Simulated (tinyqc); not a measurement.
# Short-channel transistor, virtual-source model with series resistance: effects of single changes

The current per gate width is the charge at the top of the source barrier (the virtual source) times its velocity times a saturation function; al and be are fitting constants of the model. Units: I in uA/um, Rs in ohm um, so I Rs = 1e-6 I Rs in volts; Q in uC/cm^2, so I = 1e-4 Q vx0 Fsat with vx0 in cm/s.

Parameters, values chosen for the exercise: temperature T = 400 K; inversion capacitance Cinv = 3.86 uF/cm^2; velocity at the virtual source vx0 = 8.03e6 cm/s; apparent mobility mu = 87 cm^2/(V s); channel length L = 25 nm; threshold at zero drain voltage VT0 = 0.42 V; drain-induced barrier lowering dl = 0.157 V/V; subthreshold factor n0 = 1.6; growth of n with drain voltage nd = 0.05 1/V; threshold shift (in units of Vt) from weak to strong inversion al = 3.5; sharpness of saturation be = 1.8; series resistance of each contact Rs = 30 ohm um.

Constants: q = 1.602176634e-19 C, kB = 1.380649e-23 J/K, Vt = kB T/q. Results are converted to the units shown.

Each table varies one quantity; the others keep the values above.

## Effect of the drain-induced barrier lowering on the on and off currents

Intrinsic voltages Vg' = Vgs - I Rs, Vd' = Vds - 2 I Rs. n = n0 + nd Vd', VT = VT0 - dl Vd', Ff = 1/(1 + exp((Vg' - VT + al Vt/2)/(al Vt))), Q = Cinv n Vt ln(1 + exp((Vg' - VT + al Vt Ff)/(n Vt))), Vdsat = (vx0 L/mu)(1 - Ff) + Vt Ff, Fsat = u/(1 + u^be)^(1/be) with u = Vd'/Vdsat, and I = Q vx0 Fsat per width. I is solved self-consistently. Ion is I at Vgs = Vds = 0.9 V, Ioff at Vgs = 0, Vds = 0.9 V, and Rlin = Vds/I at Vgs = 0.9 V, Vds = 0.05 V.

Effect of the drain-induced barrier lowering on the on and off currents:
```
dl (V/V)  Ion (uA/um)  Ioff (nA/um)  log10(Ion/Ioff)  Rlin (ohm um)
0                1302         803.9            3.209          218.4
0.04             1388          1463            2.977          217.9
0.08             1474          2632            2.748          217.5
0.12             1558          4662            2.524          217.0
0.16             1641          8096            2.307          216.6
0.2              1723       1.372e4            2.099          216.1
0.24             1804       2.256e4            1.903          215.7
0.28             1885       3.582e4            1.721          215.3
```

As dl goes from 0 to 0.28 V/V, Ion rises from 1300 to 1880 uA/um, Ioff rises from 804 to 35800 nA/um and Rlin falls from 218 to 215 ohm um. Ion changes by a factor of 1.45 and Ioff by 44.6. The off current depends on it through an exponential, the on current about linearly. For dl = 0.04 to 0.28 V/V the off current passes 1 uA/um, so the device is hardly off at Vgs = 0.

## Output curve

Same model as above.

gds = dI/dVds, gm = dI/dVgs.

In this table Vgs = 0.9 V.

Output curve:
```
Vds (V)  I (uA/um)    Fsat  gds (uS/um)  gain gm/gds
0.1          445.5  0.2997         4068       0.1605
0.2          798.4  0.5352         2976       0.4208
0.3           1046  0.6928         2032       0.8483
0.4           1216  0.7908         1415        1.446
0.5           1338  0.8514         1051        2.146
0.6           1431  0.8900        837.6        2.852
0.7           1508  0.9156        709.7        3.491
0.8           1575  0.9333        629.7        4.031
0.9           1635  0.9459        577.7        4.469
```

The current rises from 445 to 1630 uA/um as Fsat rises from 0.300 to 0.946; gds falls from 4070 to 578 uS/um. The gain ends at 4.47, against 1/dl = 6.37 for a current that depends on Vds through barrier lowering alone.

## Effect of the velocity at the virtual source on the on and off currents

Same model as above.

Effect of the velocity at the virtual source on the on and off currents:
```
vx0 (cm/s)  Ion (uA/um)  Ioff (nA/um)  log10(Ion/Ioff)  Rlin (ohm um)
5e6                1092          4856            2.352          220.9
7.1e6              1478          6881            2.332          217.4
1e7                1937          9660            2.302          215.6
1.4e7              2438       1.346e4            2.258          214.6
2e7                2955       1.908e4            2.190          214.0
2.8e7              3361       2.640e4            2.105          213.7
4e7                3668       3.698e4            1.996          213.6
```

What does the table show?

As vx0 goes from 5e6 to 4e7 cm/s, Ion rises from 1090 to 3670 uA/um, Ioff rises from 4860 to 37000 nA/um and Rlin falls from 221 to 214 ohm um. Ion changes by a factor of 3.36 and Ioff by 7.62. In every row the off current passes 1 uA/um, so the device is hardly off at Vgs = 0.

Program tinyqc, `OMP_NUM_THREADS=1 python tinyqc.py 2380092 2380093 out.jsonl`; Intel Xeon 2.30GHz, shared host, one thread, about 0.01 s.
